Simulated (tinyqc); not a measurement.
Koster-Slater impurity in an sp3s* host: one step. A first estimate from the table. Four cases, with inputs chosen for the exercise.

Task: A defect that shifts the p level of its anion site by V has a level where the host Green function G_p(E) equals 1/V; E is counted from the top of the valence band. Find it by linear interpolation between the two rows that bracket it.

Give: 1/V; estimated level.

Case 1.

Values chosen (out of a larger set: near a published set for InP; not measured data): V = 8.4 eV (shift of the p levels).

G(E) (1/eV):
```
E (eV)          G_s        G_p
0.000000  0.0847577  0.4220570
0.180551  0.0800206  0.3144379
0.361101  0.0751227  0.2564654
0.541652  0.0699141  0.2150647
0.722202  0.0642073  0.1821930
0.902753  0.0577385  0.1543754
1.083303  0.0501006  0.1296126
1.263854  0.0406054  0.1064530
1.444405  0.0279542  0.0835052
```

Result:

1/V = 0.11905 1/eV
estimated level = 1.166 eV

Case 2.

Values chosen (out of a larger set: near a published set for InP; not measured data): V = 8 eV (shift of the p levels).

G(E) (1/eV):
```
E (eV)          G_s        G_p
0.000000  0.0841188  0.4182436
0.179859  0.0793020  0.3076176
0.359718  0.0743311  0.2512128
0.539577  0.0690378  0.2107317
0.719436  0.0632204  0.1783914
0.899295  0.0565957  0.1508611
1.079155  0.0487231  0.1261956
1.259014  0.0388432  0.1029393
1.438873  0.0254712  0.0796216
```

Result:

1/V = 0.12500 1/eV
estimated level = 1.088 eV

Case 3.

Values chosen (out of a larger set: near a published set for GaAs; not measured data): V = 6.1 eV (shift of the p levels).

G(E) (1/eV):
```
E (eV)           G_s         G_p
0.000000   0.0294018   0.2373471
0.194711   0.0212795   0.1760472
0.389422   0.0120605   0.1398841
0.584133   0.0012074   0.1116548
0.778843  -0.0120965   0.0870527
0.973554  -0.0292249   0.0638828
1.168265  -0.0527557   0.0403399
1.362976  -0.0883550   0.0140615
1.557687  -0.1532261  -0.0201445
```

Result:

1/V = 0.16393 1/eV
estimated level = 0.260 eV

Case 4.

Values chosen (out of a larger set: near a published set for AlAs; not measured data): V = 20 eV (shift of the p levels).

G(E) (1/eV):
```
E (eV)           G_s         G_p
0.000000   0.0314200   0.3583992
0.280420   0.0218521   0.2390368
0.560841   0.0110021   0.1814267
0.841261  -0.0020489   0.1401158
1.121682  -0.0187998   0.1062656
1.402102  -0.0422042   0.0755739
1.682523  -0.0794646   0.0444804
1.962943  -0.1564222   0.0073290
2.243364  -0.8792983  -0.0841030
```

Result:

1/V = 0.05000 1/eV
estimated level = 1.633 eV

Computed by tinyqc, one run a case: `OMP_NUM_THREADS=1 python tinyqc.py N N+1 out.jsonl` with N = 1480177, 1480279, 1480337, 1481164; one thread of a shared Intel(R) Xeon(R) Processor @ 2.30GHz, about 0.1 s a run at most.
